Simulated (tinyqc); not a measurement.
Inside a calculation. Method: plane-wave Kohn-Sham cycle with exchange-only LDA in a layered model solid. Computed by tinyqc, a small Python program that keeps every step. Settings: points = 16, plane-wave index or count = 2, electrons = 4, k points = 1, area = 28.0, mixing = 0.1, iteration cap = 66, Pulay depth = 5. Command: `OMP_NUM_THREADS=1 python tinyqc.py 20907 20908 out.jsonl` (the two numbers bound the seeds that draw the settings). One thread of a shared host (Intel(R) Xeon(R) Processor @ 2.60GHz), about 0.04 s of CPU time with the checks.

A solid whose potential varies along x alone (atomic units):
```
parameter                      value
period a                   17.700000
cross-section of the cell  28.000000
electrons per cell                 4
grid points                       16
plane waves -n..n, n               2
k points                           1
V1 in V1 cos(2 pi x/a)     -0.280000
V2 in V2 cos(4 pi x/a)     -0.080000
```

Stop when sqrt(dV sum R^2) is below 1e-8, dV = a A/N.

Course of the cycle:
```
iteration  E (hartree)  norm of the residual
1           -1.0085446              1.68e-01
2           -0.7812730              1.41e-01
3           -1.3848103              2.61e-01
4           -0.6901071              1.09e-01
5           -0.7008383              1.10e-01
6           -0.7150292              1.11e-01
7           -0.6716516              1.06e-01
8          -13.5045440              9.05e-01
9           -1.0049201              2.16e-01
10          -0.9062594              1.94e-01
11          -1.4594091              2.70e-01
...                ...                   ...
56          -0.6528401              9.98e-02
57          -0.6461447              9.37e-02
58          -0.6161441              5.65e-02
59          -3.2926614              6.09e-01
60          -1.1454345              3.55e-01
61          -0.7492873              2.18e-01
62          -0.5960566              4.15e-02
63          -0.5927351              1.06e-01
64          -0.5917109              1.05e-01
65          -0.6043021              1.13e-01
66          -0.6071637              1.15e-01
```

Can the last value be used, and what does the course show?

Not by the stop rule. Not converged within 66 iterations: the residual wanders without falling. At the k point shown the highest filled and lowest empty bands lie only 0.0108 hartree apart, so integer filling is fragile. Reruns (cap 100 unless said): mixing 0.5, Kerker q0 1.0: not converged; mixing 0.3, Pulay depth 5: not converged; the original settings with a cap of 400: not converged.
